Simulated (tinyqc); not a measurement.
Vibrations of a mass or spring defect in a linear chain: one step, computed by the program tinyqc.

A ring of N atoms with nearest-neighbour springs k and motion along the chain. Atom 1 is the defect, of mass M', and its two springs are k'. Odd sites are A (the defect replaces an A atom), even sites B.

Problem. Dynamical matrix of the ring. D_ii = (sum of the two springs at i)/M_i, D_ij = -k_ij/sqrt(M_i M_j) for neighbours, closed into a ring.

Inputs (values chosen for the exercise, for a model chain):
```
quantity                         value           unit
spring constant k                 7.87  eV/angstrom^2
mass M_A                          74.7              u
mass M_B                          35.9              u
defect mass M'                    43.9              u
spring ratio k'/k at the defect      1              -
atoms in the ring N                  6              -
```

Host: diatomic.

Give: D.

Solution.

D (eV/(angstrom^2 u)):
```
          1         2         3         4         5         6
1   0.35854  -0.19824   0.00000   0.00000   0.00000  -0.19824
2  -0.19824   0.43844  -0.15197   0.00000   0.00000   0.00000
3   0.00000  -0.15197   0.21071  -0.15197   0.00000   0.00000
4   0.00000   0.00000  -0.15197   0.43844  -0.15197   0.00000
5   0.00000   0.00000   0.00000  -0.15197   0.21071  -0.15197
6  -0.19824   0.00000   0.00000   0.00000  -0.15197   0.43844
```
